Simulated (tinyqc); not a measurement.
One mass for the acceptor? Model: shallow acceptor in the spherical model (Baldereschi-Lipari), strong spin-orbit limit. Computed by tinyqc, a small Python program. Command: `OMP_NUM_THREADS=1 python tinyqc.py 3028960 3028961 out.jsonl acceptor walk`. One thread of a shared host (Intel(R) Xeon(R) Processor @ 2.30GHz), about 0.01 s of CPU time with the checks.

The 1S(3/2) state has an s envelope f(r) and a d envelope g(r). In effective units they obey -(f'' + 2f'/r + 2f/r) + mu (g'' + 5g'/r + 3g/r^2) = E f and -(g'' + 2g'/r - 6g/r^2 + 2g/r) + mu (f'' - f'/r) = E g. The cubic term, the split-off band and the central cell are left out.

Inputs (values chosen for the exercise, modelled on germanium):

| quantity | value | unit |
|---|---|---|
| Luttinger gamma_1 | 13.1 | - |
| Luttinger gamma_2 | 4.33 | - |
| Luttinger gamma_3 | 5.72 | - |
| dielectric constant eps | 15.7 | - |

Constants: Ry = 13.605693123 eV; a_0 = 0.529177210903 angstrom.

Method:
- Ry* = Ry/(gamma_1 eps^2), a* = a_0 eps gamma_1, mu = (6 gamma_3 + 4 gamma_2)/(5 gamma_1), delta = (gamma_3 - gamma_2)/gamma_1; spherical masses 1/(gamma_1 (1 - mu)) (heavy) and 1/(gamma_1 (1 + mu)) (light).
- Basis: f_i = exp(-zeta_i r), g_i = r exp(-zeta_i r), weight r^2 dr, s = zeta_i + zeta_j. S_ff = 2/s^3, H_ff = zeta_i zeta_j S_ff - 2/s^2; S_gg = 24/s^5, H_gg = 8/s^3 + 24 zeta_i zeta_j/s^5 - 12/s^4; H(f_i, g_j) = mu (6 zeta_i^2/s^4 + 2 zeta_i/s^3); S_fg = 0. Each function is normalised by sqrt(S_ii).
- Large basis: zeta_i = 0.08 x 1.55^(i-1), i = 1..20 in each channel; overlap eigenvalues below 1e-11 are dropped.
- Binding energies are -E Ry*; the mass that fits is E(1S) eps^2/Ry.
- Hydrogenic binding Ry m/eps^2; the density-of-states mass is (m_H^(3/2) + m_L^(3/2))^(2/3); errors are against the large basis.

light-hole mass = 0.0426840 m_0

heavy-hole mass = 0.360750 m_0

1S(3/2) binding energy = 10.3681 meV

1S binding energy:

| mass | value (m_0) | binding (meV) | error (%) |
|---|---|---|---|
| light hole | 0.04268 | 2.356 | -77.276 |
| 1/gamma_1 | 0.07634 | 4.214 | -59.360 |
| mean of heavy and light | 0.20172 | 11.134 | 7.390 |
| heavy hole | 0.36075 | 19.913 | 92.056 |
| density of states | 0.37047 | 20.449 | 97.233 |

The coupled result, 10.37 meV, lies between the 1/gamma_1 value (no coupling) and the heavy-hole value; the closest single rule here is "mean of heavy and light", off by +7.4 %.
